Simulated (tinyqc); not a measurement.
Electrons shared among three sets of ellipsoidal valleys, step by step. Values are carried at full precision from step to step, so a last printed digit may differ when a step is redone from the rounded ones.

Constants: hbar^2/2m0 = 3.80998211 eV angstrom^2; kB = 8.617333262e-05 eV/K.

Parameters, chosen for this exercise (masses and offsets near those of AlAs; mobilities are free inputs, held fixed; the results hold for these values, not for the real material): ml = (0.932, 1.267, 0.147) m0 (longitudinal masses of X, L, Gamma); mt = (0.2301, 0.1531, 0.147) m0 (transverse masses); M = (3, 4, 1) (valleys in each set); T = 500 K; dE = (0, 0.183, 0.895) eV (edges of X, L, Gamma above the first); n = 8.2e+18 1/cm^3 (total electron density); mu = (310, 420, 1700) cm^2/(V s) (mobility of each set).

## Masses of each set

One valley: m_d = (ml mt^2)^(1/3). Whole set: m_de = M^(2/3) m_d. Mean over three axes: 1/m_c = (1/ml + 2/mt)/3. Anisotropy K = ml/mt.

m_d, m_de, m_c (m0) and K of each set:
```
set       m_d    m_de     m_c     K
X      0.3668  0.7630  0.3072  4.05
L      0.3097  0.7803  0.2166  8.28
Gamma  0.1470  0.1470  0.1470  1.00
```

m_de/m_c is 2.48 for X, 3.60 for L, 1.00 for Gamma: many anisotropic valleys give many states at a light conductivity mass. m_c is the mean over three axes; a set that holds only some of the equivalent valleys conducts with a mass that depends on direction.

## Effective densities of states

N_i = M_i times N = 2 (m kB T/(4 pi c))^(3/2) with c = hbar^2/2m0, in 1/angstrom^3; times 1e24 for 1/cm^3, with m = (ml mt^2)^(1/3).

kT = 0.043087 eV

N_i (1/cm^3): X 3.5982e+19, L 3.7219e+19, Gamma 3.0431e+18

## Fermi level and populations

F_j(eta) = (1/Gamma(j + 1)) integral_0^infinity x^j dx/(1 + exp(x - eta)), which tends to exp(eta) for eta << 0.

Solve n = sum_i N_i F_1/2((EF - dE_i)/kT), energies from the edge of the first set.

EF = -0.0610 eV

eta_i: X -1.42, L -5.66, Gamma -22.19

n_i (1/cm^3): X 8.07e+18, L 1.29e+17, Gamma 7.04e+08

shares: X 0.9843, L 0.0157, Gamma 0.0000

X holds most electrons (98.4 %). Boltzmann weights N_i exp(-dE_i/kT) would give L a share of 0.0146.

## Drift and Hall mobility of the mixture

With f_i the shares, mu_drift = sum f_i mu_i; low-field Hall mobility mu_H = sum f_i mu_i^2/mu_drift (scattering and anisotropy factors set to 1); the Hall density is n mu_drift/mu_H; rho = 1/(e n mu_drift), e = 1.602176634e-19 C.

mu_drift = 312 cm^2/(V s)
mu_H = 312 cm^2/(V s)
Hall density = 8.18e+18 1/cm^3
rho = 0.00244 ohm cm

A Hall measurement would read 99.8 % of the true density. The mobilities are of the size met in pure crystals; at this density impurities would cut them and raise rho, by a factor of two to ten or more depending on crystal and density.

## Checks

- Share of L at n = 1e10 1/cm^3 against the Boltzmann weight: both 0.01458.

Computed by tinyqc, a small Python program: `OMP_NUM_THREADS=1 python tinyqc.py 1651266 1651267 out.jsonl` (the numbers bound the seed that draws the inputs); one thread of a shared host (Intel(R) Xeon(R) Processor @ 2.30GHz), about 0.01 s for the whole set of steps.
